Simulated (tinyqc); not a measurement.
Three-phonon processes in a diatomic chain: dispersion, energy and momentum conservation, and decay channels of optical phonons. Changing the heavy mass M. Computed by tinyqc, a small Python program. Command: `OMP_NUM_THREADS=1 python tinyqc.py 3120086 3120087 out.jsonl threeph sweep`. One thread of a shared host (Intel(R) Xeon(R) Processor @ 2.30GHz), about 0.01 s of CPU time with the checks.

Cell length a, two atoms, one spring constant. x = q a/pi runs from -1 to 1; A and O are the acoustic and optical branches. Matrix elements are not computed: only conservation laws and occupation factors are followed.

Inputs (values chosen for the exercise, for a model chain): light mass m = 28.1 u; spring constant k = 4.3 eV/angstrom^2.

Constants: nu for 1 eV/(angstrom^2 u) = 15.6333042 THz.

Method. omega^2 = k (1/m + 1/M) -/+ k sqrt((1/m + 1/M)^2 - 4 sin^2(pi x/2)/(m M)); nu = 15.6333042 THz x sqrt(omega^2) for eV/(angstrom^2 u). Acoustic top sqrt(2 k/M), optical bottom sqrt(2 k/m), optical top sqrt(2 k (1/m + 1/M)).

One run for each value; columns: (1) heavy mass M (u); (2) optical top over twice the acoustic top; (3) optical bottom over twice the acoustic top; (4) optical width over acoustic top; (5) acoustic top (THz):
```
(1)       (2)     (3)      (4)     (5)
29.5   0.7159  0.5123  0.40711  8.4409
36.5   0.7581  0.5699  0.37652  7.5885
45.0   0.8064  0.6327  0.34742  6.8343
56.2   0.8660  0.7071  0.31784  6.1155
70.2   0.9352  0.7903  0.28978  5.4718
81.5   0.9875  0.8515  0.27189  5.0783
98.4   1.0609  0.9357  0.25044  4.6217
126.0  1.1709  1.0588  0.22425  4.0843
169.0  1.3242  1.2262  0.19605  3.5266
```

Describe the trends.

Over the rows, optical top over twice the acoustic top rises from 0.716 to 1.32 (exponent d ln y / d ln x 0.27 between the first rows and 0.42 between the last); optical bottom over twice the acoustic top rises from 0.512 to 1.23 (exponent d ln y / d ln x about 0.50 throughout); optical width over acoustic top falls from 0.407 to 0.196 (exponent d ln y / d ln x -0.37 between the first rows and -0.46 between the last).
